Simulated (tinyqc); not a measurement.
Carrier density against temperature: charge neutrality of a doped semiconductor with incomplete ionisation. Computed by tinyqc, a small Python program. Command: `OMP_NUM_THREADS=1 python tinyqc.py 3003954 3003955 out.jsonl dopant walk`. One thread of a shared host (Intel(R) Xeon(R) Processor @ 2.30GHz), about 0.02 s of CPU time with the checks.

Energies are counted from the top of the valence band; E_D is measured down from the conduction band and E_A up from the valence band.

Inputs (values chosen for the exercise, modelled on silicon): gap at 0 K E_g0 = 1.17 eV; Varshni alpha = 0.000478 eV/K; Varshni beta = 652 K; electron mass m_e = 0.34 m_0; valleys M_c = 6; hole mass m_h = 0.804 m_0; donor density N_D = 6.5e+17 cm^-3; acceptor density N_A = 1.9e+17 cm^-3; donor depth E_D = 0.0465 eV; acceptor depth E_A = 0.0451 eV; donor degeneracy g_D = 2; acceptor degeneracy g_A = 4.

Doping: n-type, compensated. Statistics of the bands: Boltzmann.

Constants: k_B = 8.617333262e-05 eV/K; m_0 = 9.1093837015e-31 kg; k_B = 1.380649e-23 J/K; h = 6.62607015e-34 J s.

Method:
- E_g = E_g0 - alpha T^2/(T + beta).
- N_c = 2 M_c (2 pi m_e k_B T/h^2)^(3/2) and N_v = 2 (2 pi m_h k_B T/h^2)^(3/2), masses in units of m_0.
- n = N_c exp((E_F - E_g)/k_B T), p = N_v exp(-E_F/k_B T).
- N_D+ = N_D/(1 + g_D exp((E_F - E_g + E_D)/k_B T)).
- N_A- = N_A/(1 + g_A exp((E_A - E_F)/k_B T)).
- Neutrality: p + N_D+ = n + N_A-; the log ratio is ln[(p + N_D+)/(n + N_A-)].
- Neutrality is solved by bisection at each T. The last column is -k_B d ln(n T^-3/2)/d(1/T) from this row and the one above; it turns negative as ionisation nears completion, when the density grows more slowly than that power of T.

Against temperature:
```
T (K)   n (cm^-3)  E_F from the band edge (eV)  ionised share  activation energy (eV)
19     2.6679e+05                      0.04619        0.29231                       -
25     3.6741e+08                      0.04609        0.29231                0.046500
34     1.7653e+11                      0.04594        0.29231                0.046500
49     3.9333e+13                      0.04569        0.29237                0.046497
77     4.1232e+15                      0.04543        0.29865                0.046150
120    6.5130e+16                      0.04915        0.39251                0.038779
180    2.1263e+17                      0.06481        0.61943                0.017837
270    3.5037e+17                      0.09974        0.83134               -0.005061
300    3.7444e+17                      0.11319        0.86837               -0.021313
600    4.4365e+17                      0.27137        0.97482               -0.044988
```

What does the comparison show, and why?

Between the two coldest rows the activation energy is 0.0465 eV, 1.00 of the dopant depth: with compensation E_F is pinned at the level and the full depth shows. The density is within 10 % of the net doping in one row, 600 K.
